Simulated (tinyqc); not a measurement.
Tuning the antireflection layer: standing waves and exposure in a photoresist film.

Normal incidence from air. Unexposed resist: N1 = n1 + i k1 with k1 = (A + B) lam/(4 pi), lam in micrometres. r01 = (1 - N1)/(1 + N1), t01 = 2/(1 + N1). Below the resist lie the layer Na = na + i ka and the substrate Ns = ns + i ks: r12 = (r1a + ras x)/(1 + r1a ras x), x = exp(4 pi i Na da/lam), r1a = (N1 - Na)/(N1 + Na), ras = (Na - Ns)/(Na + Ns). With p = exp(2 pi i N1 d/lam), the field at depth z is E(z) = t01 [exp(2 pi i N1 z/lam) + r12 p^2 exp(-2 pi i N1 z/lam)]/(1 + r01 r12 p^2), the relative intensity I(z) = n1 |E(z)|^2 and the reflectance R = |(r01 + r12 p^2)/(1 + r01 r12 p^2)|^2.

Parameters, chosen for this exercise (a resist on W, indices near tabulated ones; shifted at random, so the results belong to these values and not to a real crystal):
```
symbol  value  unit          meaning
lam     365    nm            vacuum wavelength
n1      1.721                resist index
A       0.53   1/micrometre  bleachable absorption (Dill A)
B       0.12   1/micrometre  fixed absorption (Dill B)
d       1001   nm            resist thickness
ns      3.414                substrate n
ks      2.448                substrate k
na      1.792                n of the bottom antireflection layer
ka      0.273                its k
```

da takes the values listed; the contrast is (Imax - Imin)/(Imax + Imin) over the lowest period of the resist (60 depths).

Results:
```
da (nm)  |r12|^2  contrast
0         0.2701     0.786
10        0.2548     0.774
20        0.2150     0.735
30        0.1590     0.661
40        0.1026     0.556
50        0.0595     0.455
60        0.0353     0.365
75        0.0309     0.348
90        0.0462     0.420
110       0.0571     0.420
140       0.0209     0.259
```

What does the comparison show, and why?

|r12|^2 starts at 0.2701 and is lowest, 0.0209, at 140 nm of those listed, where the contrast is 0.259 against 0.786. The contrast follows 2|r|/(1 + |r|^2), so even |r12|^2 = 0.01 leaves about 0.2. No listed thickness brings |r12|^2 below 0.01.

Computed by tinyqc, a small Python program: `OMP_NUM_THREADS=1 python tinyqc.py 1651217 1651218 out.jsonl` (the numbers bound the seed that draws the inputs); one thread of a shared host (Intel(R) Xeon(R) Processor @ 2.30GHz), about 0.01 s for the whole set of steps.
